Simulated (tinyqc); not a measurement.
Capture against depth of the level: configuration-coordinate model of carrier capture at a defect.

Two parabolas of equal curvature k in one coordinate Q: with the carrier free at the band edge, U_f = k Q^2/2; with the carrier trapped, U_t = k (Q - dQ)^2/2 - ET. ER = k dQ^2/2, Huang-Rhys factor S = ER/hw, hw = 0.0646541 sqrt(k/M) eV for k in eV/angstrom^2 and M in u. The curves cross at a height Eb = (ER - ET)^2/(4 ER) above the free minimum.

Multiphonon factor for giving p = ET/hw phonons to the lattice: W = exp(-S (2 nb + 1)) ((nb + 1)/nb)^(p/2) I_p(x), nb = 1/(exp(hw/kT) - 1), x = 2 S sqrt(nb (nb + 1)), I_p the modified Bessel function. Classical limit: W = hw exp(-Eb/kT)/sqrt(4 pi ER kT). At T = 0: exp(-S) S^p/Gamma(p + 1).

Constants: kB = 8.617333262e-05 eV/K.

Inputs chosen for the exercise (out of a larger set: of the size met at a vacancy centre in SiC; not measured data):
```
symbol  value  unit  meaning
ER      0.36   eV    relaxation energy
hw      0.041  eV    phonon energy of the mode
T       200    K     temperature
```

ET is varied at fixed ER, hw and T, as by moving the band edge with alloying or pressure.

Against ET:
```
ET/ER,ET (eV),Eb (eV),log10 W,"log10 W, classical"
0.10,0.036,0.0729,-2.385,-2.670
0.25,0.090,0.0506,-1.867,-2.109
0.50,0.180,0.0225,-1.277,-1.400
0.75,0.270,0.0056,-0.977,-0.975
1.00,0.360,0.0000,-0.912,-0.833
1.25,0.450,0.0056,-1.042,-0.975
1.50,0.540,0.0225,-1.336,-1.400
2.00,0.720,0.0900,-2.333,-3.101
3.00,1.080,0.3600,-5.582,-9.905
```

Capture is fastest at ET/ER = 1 among these rows, where the barrier vanishes or nearly so. The classical form is symmetric about ET = ER; the quantum one gives -1.28 at 0.5 and -1.34 at 1.5, against -1.40 for both. At ET = 3 ER it lies 4.3 decades above the classical value: deep levels capture by emitting many phonons, and the rate falls with depth by 9.0 decades per eV between the last two rows. Rows deeper than the gap of the host are formal.

Program tinyqc; command `OMP_NUM_THREADS=1 python tinyqc.py 1481132 1481133 out.jsonl`; about 0.01 s on one thread of a shared Intel(R) Xeon(R) Processor @ 2.30GHz.
